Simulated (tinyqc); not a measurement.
Worked calculation: Hueckel theory of the pi electrons with the omega technique, for the molecule Fc1cc2ccccc2[nH]1 (SMILES; centres numbered as the heavy atoms are written). Computed by tinyqc, a small Python program that keeps every step. Settings: charge = 0, omega = 0.6, damping = 0. Command: `OMP_NUM_THREADS=1 python tinyqc.py 27118 27119 out.jsonl` (the two numbers bound the seeds that draw the settings). One thread of a shared host (Intel(R) Xeon(R) Processor @ 2.60GHz), about 0.01 s of CPU time with the checks.

## The Hueckel matrix

Centres:

| centre | z_r, pi electrons of the neutral centre | h |
|---|---|---|
| 1F | 2 | 3.000000 |
| 2C | 1 | 0.000000 |
| 3C | 1 | 0.000000 |
| 4C | 1 | 0.000000 |
| 5C | 1 | 0.000000 |
| 6C | 1 | 0.000000 |
| 7C | 1 | 0.000000 |
| 8C | 1 | 0.000000 |
| 9C | 1 | 0.000000 |
| 10N | 2 | 1.500000 |

Bonds:

| i | j | k |
|---|---|---|
| 1 | 2 | 0.700000 |
| 2 | 3 | 1 |
| 3 | 4 | 1 |
| 4 | 5 | 1 |
| 5 | 6 | 1 |
| 6 | 7 | 1 |
| 7 | 8 | 1 |
| 8 | 9 | 1 |
| 9 | 10 | 0.800000 |
| 10 | 2 | 0.800000 |
| 9 | 4 | 1 |

H_rr = alpha + h_r beta, H_rs = k_rs beta for bonded centres.

Hueckel matrix in units of beta (H = alpha + beta A), lower triangle:
```
           1F        2C        3C        4C        5C        6C        7C        8C
1F   3.000000
2C   0.700000  0.000000
3C   0.000000  1.000000  0.000000
4C   0.000000  0.000000  1.000000  0.000000
5C   0.000000  0.000000  0.000000  1.000000  0.000000
6C   0.000000  0.000000  0.000000  0.000000  1.000000  0.000000
7C   0.000000  0.000000  0.000000  0.000000  0.000000  1.000000  0.000000
8C   0.000000  0.000000  0.000000  0.000000  0.000000  0.000000  1.000000  0.000000
9C   0.000000  0.000000  0.000000  1.000000  0.000000  0.000000  0.000000  1.000000
10N  0.000000  0.800000  0.000000  0.000000  0.000000  0.000000  0.000000  0.000000

           9C       10N
9C   0.000000
10N  0.800000  1.500000
```

## Orbitals, round 1

pi electrons, sum of z_r less the charge = 12

Diagonalise; E = alpha + x beta with beta < 0, so the largest x are filled first; degenerate levels share their electrons. P = sum n_i c_ri c_si; each orbital has its largest coefficient positive (the first on a tie).

x values: 3.207376  2.427229  1.755163  1.313836  0.844780  0.551312  -0.858669  -1.109110  -1.481222  -2.150694

occupations: 2.000000  2.000000  2.000000  2.000000  2.000000  2.000000  0.000000  0.000000  0.000000  0.000000

coefficients:
```
          MO1        MO2        MO3        MO4        MO5        MO6        MO7        MO8
1F   0.936285  -0.258919  -0.110636  -0.074233  -0.063343  -0.139094  -0.090508  -0.033895
2C   0.277376   0.211860   0.196749   0.178813   0.195027   0.486570   0.498917   0.198969
3C   0.105331   0.241417  -0.033280   0.485724  -0.059331   0.522625  -0.225433  -0.012242
4C   0.060459   0.374114  -0.255161   0.459348  -0.245148  -0.198441  -0.305345  -0.185391
5C   0.022031   0.220665  -0.399645   0.238761   0.322071  -0.378192   0.471997  -0.336181
6C   0.010201   0.161491  -0.446280  -0.145655   0.517227  -0.010061  -0.099944   0.558253
7C   0.010689   0.171310  -0.383649  -0.430128   0.114872   0.372645  -0.386178  -0.282982
8C   0.024083   0.254318  -0.227087  -0.419463  -0.420186   0.215505   0.431543  -0.244394
9C   0.066553   0.445978  -0.014925  -0.120977  -0.469837  -0.253835   0.015625   0.554042
10N  0.161150   0.567573   0.570066  -0.248537   0.335532  -0.196258  -0.174520  -0.230887

           MO9       MO10
1F    0.075048  -0.015720
2C   -0.480440   0.115668
3C    0.530426  -0.290879
4C   -0.305238   0.509925
5C    0.040665  -0.387152
6C    0.245004   0.322720
7C   -0.403571  -0.306920
8C    0.352773   0.337371
9C   -0.118965  -0.418662
10N   0.160848   0.066397
```

charge and bond-order matrix P, lower triangle:
```
            1F         2C         3C         4C         5C         6C         7C         8C
1F    1.969560
2C    0.179549   0.934584
3C   -0.130397   0.806782   1.166136
4C   -0.005993  -0.032803   0.478257   1.038402
5C    0.044374  -0.208560  -0.063793   0.583256   1.025321
6C   -0.006876   0.038341  -0.103561  -0.033602   0.699652   1.028380
7C   -0.038163   0.181170   0.068532  -0.274118  -0.030543   0.634610   1.027437
8C    0.019206  -0.072428   0.010612   0.044215  -0.339160  -0.031486   0.686817   1.031547
9C    0.045081  -0.253526  -0.096745   0.569318   0.043271  -0.286953  -0.027376   0.623747
10N  -0.069298   0.405216  -0.216347  -0.161707   0.047836   0.101230  -0.094881  -0.120516

           9C       10N
9C   1.006725
10N  0.355162  1.771907
```

## Omega technique, round 1

h_r = h_r(0) + omega q_r, omega = 0.6, with q_r = z_r - P_rr.

matrix after round 1, lower triangle:
```
           1F        2C         3C         4C         5C         6C         7C         8C
1F   3.018264
2C   0.700000  0.039249
3C   0.000000  1.000000  -0.099682
4C   0.000000  0.000000   1.000000  -0.023041
5C   0.000000  0.000000   0.000000   1.000000  -0.015193
6C   0.000000  0.000000   0.000000   0.000000   1.000000  -0.017028
7C   0.000000  0.000000   0.000000   0.000000   0.000000   1.000000  -0.016462
8C   0.000000  0.000000   0.000000   0.000000   0.000000   0.000000   1.000000  -0.018928
9C   0.000000  0.000000   0.000000   1.000000   0.000000   0.000000   0.000000   1.000000
10N  0.000000  0.800000   0.000000   0.000000   0.000000   0.000000   0.000000   0.000000

            9C       10N
9C   -0.004035
10N   0.800000  1.636856
```

## Orbitals, round 2

As before.

x values: 3.229074  2.467736  1.787652  1.287033  0.847873  0.533694  -0.861591  -1.112316  -1.506262  -2.172893

occupations: 2.000000  2.000000  2.000000  2.000000  2.000000  2.000000  0.000000  0.000000  0.000000  0.000000

coefficients:
```
          MO1        MO2        MO3        MO4        MO5        MO6        MO7        MO8
1F   0.932731  -0.275045  -0.095557  -0.079268  -0.058874  -0.145030  -0.090582  -0.031942
2C   0.280899   0.216314   0.167991   0.196045   0.182543   0.514769   0.502063   0.188486
3C   0.102229   0.216061  -0.071973   0.477053  -0.055471   0.511911  -0.247825  -0.020978
4C   0.059395   0.338403  -0.303828   0.465491  -0.235106  -0.190537  -0.313243  -0.167243
5C   0.021346   0.191696  -0.412099   0.232102   0.334418  -0.371884   0.461937  -0.354577
6C   0.009856   0.137563  -0.439123  -0.163241   0.523730  -0.013586  -0.077740   0.556258
7C   0.010648   0.150116  -0.380377  -0.444979   0.118557   0.364402  -0.396281  -0.254686
8C   0.024702   0.235354  -0.247121  -0.416786  -0.421258   0.214064   0.412649  -0.277159
9C   0.069585   0.435131  -0.066067  -0.099328  -0.483704  -0.246106   0.048557   0.557728
10N  0.176099   0.627234   0.540723  -0.221179   0.305365  -0.194831  -0.176308  -0.217146

           MO9       MO10
1F    0.070373  -0.016428
2C   -0.454866   0.121830
3C    0.537552  -0.306852
4C   -0.301244   0.514338
5C    0.025003  -0.386304
6C    0.263963   0.319190
7C   -0.418105  -0.301826
8C    0.358930   0.331678
9C   -0.115744  -0.412596
10N   0.145234   0.061057
```

charge and bond-order matrix P, lower triangle:
```
            1F         2C         3C         4C         5C         6C         7C         8C
1F    1.971105
2C    0.171021   0.981320
3C   -0.131978   0.820552   1.110045
4C   -0.008134  -0.021794   0.477245   1.037233
5C    0.044823  -0.213305  -0.049874   0.583242   1.022067
6C   -0.005212   0.030729  -0.103093  -0.031951   0.699703   1.025951
7C   -0.039132   0.187105   0.057173  -0.274875  -0.026783   0.635136   1.024371
8C    0.017430  -0.064156   0.010565   0.040874  -0.339476  -0.028722   0.686232   1.028125
9C    0.047161  -0.263768  -0.081308   0.571667   0.037667  -0.288434  -0.023276   0.625871
10N  -0.064248   0.376140  -0.215168  -0.158393   0.048807   0.098515  -0.092039  -0.119622

           9C       10N
9C   1.005899
10N  0.343343  1.793884
```

## Omega technique, round 2

As before.

matrix after round 2, lower triangle:
```
           1F        2C         3C         4C         5C         6C         7C         8C
1F   3.017337
2C   0.700000  0.011208
3C   0.000000  1.000000  -0.066027
4C   0.000000  0.000000   1.000000  -0.022340
5C   0.000000  0.000000   0.000000   1.000000  -0.013240
6C   0.000000  0.000000   0.000000   0.000000   1.000000  -0.015571
7C   0.000000  0.000000   0.000000   0.000000   0.000000   1.000000  -0.014623
8C   0.000000  0.000000   0.000000   0.000000   0.000000   0.000000   1.000000  -0.016875
9C   0.000000  0.000000   0.000000   1.000000   0.000000   0.000000   0.000000   1.000000
10N  0.000000  0.800000   0.000000   0.000000   0.000000   0.000000   0.000000   0.000000

            9C       10N
9C   -0.003539
10N   0.800000  1.623669
```

## Convergence

Each round sets h_r = h_r(0) + omega (z_r - P_rr), keeping the share named as damping of the old diagonal; repeat until output and input diagonals agree to 1e-6.

Rounds:

| round | sum n x | largest \|h(out) - h(in)\| |
|---|---|---|
| 1 | 20.199390 | 1.37e-01 |
| 2 | 20.306124 | 3.37e-02 |
| 3 | 20.299932 | 1.42e-02 |
| 4 | 20.299081 | 6.69e-03 |
| 5 | 20.299741 | 3.12e-03 |
| 6 | 20.299405 | 1.46e-03 |
| 7 | 20.299561 | 6.89e-04 |
| 8 | 20.299488 | 3.28e-04 |
| 9 | 20.299522 | 1.57e-04 |
| 10 | 20.299506 | 7.58e-05 |
| 11 | 20.299513 | 3.68e-05 |
| 12 | 20.299510 | 1.80e-05 |
| 13 | 20.299511 | 8.84e-06 |
| 14 | 20.299511 | 4.36e-06 |
| 15 | 20.299511 | 2.16e-06 |
| 16 | 20.299511 | 1.08e-06 |
| 17 | 20.299511 | 5.37e-07 |

Converged in 17 rounds.

## Energy, charges, bond orders

final x values: 3.226936  2.463654  1.784590  1.292222  0.847124  0.535230  -0.864268  -1.112724  -1.502774  -2.169990

occupations: 2.000000  2.000000  2.000000  2.000000  2.000000  2.000000  0.000000  0.000000  0.000000  0.000000

final P, lower triangle:
```
            1F         2C         3C         4C         5C         6C         7C         8C
1F    1.970688
2C    0.173614   0.965228
3C   -0.131525   0.818068   1.125919
4C   -0.007792  -0.023514   0.476967   1.036165
5C    0.044682  -0.212487  -0.053797   0.583448   1.023398
6C   -0.005489   0.032059  -0.102698  -0.031802   0.699493   1.026084
7C   -0.038891   0.185963   0.060206  -0.274997  -0.027987   0.635299   1.025357
8C    0.017715  -0.065645   0.010031   0.041281  -0.339224  -0.028992   0.686028   1.028523
9C    0.046700  -0.261731  -0.085156   0.571632   0.039233  -0.288537  -0.024523   0.626018
10N  -0.065029   0.381167  -0.213762  -0.158327   0.048100   0.098557  -0.091597  -0.119633

           9C       10N
9C   1.006785
10N  0.343457  1.791852
```

E = sum n x; q_r = z_r - P_rr; bond order p = P_rs; free valence = sqrt(3) - sum of p over the bonds of the atom.

pi energy = 12 alpha + this times beta = 20.299511

pi charges: 1F 0.029312, 2C 0.034772, 3C -0.125919, 4C -0.036165, 5C -0.023398, 6C -0.026084, 7C -0.025357, 8C -0.028523, 9C -0.006785, 10N 0.208148

Bond orders and lengths from R = 1.517 - 0.180 p (angstrom, C-C alone):

| bond | p | R |
|---|---|---|
| 1-2 | 0.173614 | - |
| 2-3 | 0.818068 | 1.369748 |
| 3-4 | 0.476967 | 1.431146 |
| 4-5 | 0.583448 | 1.411979 |
| 5-6 | 0.699493 | 1.391091 |
| 6-7 | 0.635299 | 1.402646 |
| 7-8 | 0.686028 | 1.393515 |
| 8-9 | 0.626018 | 1.404317 |
| 9-10 | 0.343457 | - |
| 10-2 | 0.381167 | - |
| 9-4 | 0.571632 | 1.414106 |

free valence of the carbons: 2C 0.359202, 3C 0.437015, 4C 0.100004, 5C 0.449110, 6C 0.397258, 7C 0.410724, 8C 0.420005, 9C 0.190944

gap between the highest filled and the next level = 1.399498 |beta|
